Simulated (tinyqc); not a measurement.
Inside a calculation. Model: thermal stress and diffusional relaxation in a metal film: Coble and Nabarro-Herring creep, cooling and holds. Computed by tinyqc, a small Python program that keeps every step. Command: `OMP_NUM_THREADS=1 python tinyqc.py 3005547 3005548 out.jsonl creep walk`. One thread of a shared host (Intel(R) Xeon(R) Processor @ 2.30GHz), about 0.06 s of CPU time with the checks. Intermediate numbers are printed to about 5 digits and carried at full precision; extremes and crossings named in words are read from the listed rows.

A thin film on a rigid substrate is stress-free at T0. Tension is positive and the film creeps linearly: d sigma/dt = -M (mismatch) dT/dt - sigma/tau.

Inputs (values chosen for the exercise, modelled on gold films on silicon):
```
quantity                           value        unit
biaxial modulus M                    125         GPa
expansion mismatch                  11.3      1e-6/K
atomic volume Omega                   17  angstrom^3
lattice prefactor D0               9e-06       m^2/s
lattice energy E                    1.82          eV
boundary prefactor (delta D_b)0  3.3e-16       m^3/s
boundary energy E_b                0.845          eV
grain size d                        0.28          um
stress-free temperature T0           300           C
hold temperature T                   240           C
hold time t                         0.01           h
cooling rate                          10       C/min
```

Constants: k_B = 1.380649e-23 J/K; k_B = 8.617333262e-05 eV/K.

## Elastic stress after a quench

Thermoelastic slope = M x mismatch; sigma_0 = slope x (T0 - T).

thermoelastic slope = 1.4125 MPa/K

stress after a quench sigma_0 = 84.75 MPa

## Creep at the hold temperature

Creep rate per stress: Nabarro-Herring 14 D Omega/(k_B T d^2), Coble (14 pi) delta D_b Omega/(k_B T d^3), with D = D0 exp(-E/(k_B T)), delta D_b = (delta D_b)0 exp(-E_b/(k_B T)); 1/tau = M x (sum of both)/2 (biaxial strain rate is half the uniaxial one). Temperatures in kelvin are T(C) + 273.15. sigma(t) = sigma_0 exp(-t/tau), relaxed part sigma_0 - sigma(t); the grain size where both mechanisms are equal is pi delta D_b/D.

Nabarro-Herring rate = 5.1462e-18 1/(Pa s)

Coble rate = 7.9703e-12 1/(Pa s)

relaxation time tau = 5.5762e-04 h

stress after the hold = 1.3798e-06 MPa

stress relaxed during the hold = 84.750 MPa

crossover grain size = 4.3366e+05 um

Coble creep is 1.5e6 times as fast as Nabarro-Herring creep at this grain size. The crossover size is formal, far above any film grain. Caution: bulk creep laws overstate relaxation in a bonded film, where the substrate constrains boundary diffusion, and dislocation glide is left out.

## Stress after cooling to room temperature

Cooling from T0 at the constant rate: d sigma/dT = -slope + sigma/(tau(T) x rate), integrated to 25 C (stiff solver, tolerance 1e-9). Effective stress-free temperature T_eff = 25 C + sigma/slope.

stress at 25 C = 162.00 MPa

effective stress-free temperature = 139.69 C

Creep during cooling removes 58.3 % of the elastic value. Caution: bulk creep laws overstate relaxation in a bonded film, and dislocation glide would cap stresses above the yield stress.

## Where a fixed hold relaxes most

For each hold temperature: sigma_0 = slope (T0 - T), relaxed stress sigma_0 (1 - exp(-t/tau)), initial rate sigma_0/tau. In confined lines the relaxed part appears as void volume.

Holds:
```
T (C)  sigma_0 (MPa)     tau (h)  relaxed (MPa)  initial rate (MPa/h)
25          388.4375  3.1263e+02     1.2425e-02            1.2425e+00
50          353.1250  2.6606e+01     1.3270e-01            1.3272e+01
75          317.8125  3.2435e+00     9.7832e-01            9.7983e+01
100         282.5000  5.2677e-01     5.3123e+00            5.3629e+02
125         247.1875  1.0794e-01     2.1872e+01            2.2901e+03
150         211.8750  2.6773e-02     6.6038e+01            7.9137e+03
175         176.5625  7.7841e-03     1.2770e+02            2.2683e+04
200         141.2500  2.5864e-03     1.3829e+02            5.4614e+04
225         105.9375  9.6239e-04     1.0593e+02            1.1008e+05
250          70.6250  3.9454e-04     7.0625e+01            1.7901e+05
275          35.3125  1.7583e-04     3.5312e+01            2.0083e+05
```

The relaxed stress peaks at 200 C among these rows: colder holds have more stress but slower diffusion, hotter ones faster diffusion but less stress. The initial rate peaks about k_B T^2/E_b = 34 K below T0 when boundaries dominate; its largest row is 275 C. Caution: dislocation glide would cap stresses above the yield stress; capping layers can block the surface and boundary paths, and threshold stresses are ignored.

Checks made by the program: cooling integral by quadrature (relative difference 4e-10).
